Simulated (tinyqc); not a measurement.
# Mass from the capacitance plateau

Question. Once one two-dimensional band is degenerate, Cq = q gv md m0 q/(pi hbar^2) and 1/C_G = 1/Cox + 1/Cq (no traps). Find Cq, md and the oxide-equivalent thickness 3.9 eps0/Cq that it adds.

Values chosen for this exercise:
```
symbol  value  unit            meaning
gv          2        valley degeneracy
```

Constants: q = 1.602176634e-19 C, hbar = 1.054571817e-34 J s, m0 = 9.1093837015e-31 kg, eps0 = 8.8541878128e-14 F/cm where lengths are in cm. Results are converted to the units shown.

C_G on the plateau = 0.20225356 uF/cm^2
Cox = 0.20312549 uF/cm^2

Solution. Removing Cox from the series leaves Cq, which is proportional to gv md.

Cq = 47.1 uF/cm^2
md = 0.352 m0
added thickness = 0.0733 nm

Numbers from tinyqc (`OMP_NUM_THREADS=1 python tinyqc.py 2200036 2200037 out.jsonl`; about 0.01 s on one thread of a shared Intel Xeon 2.30GHz).
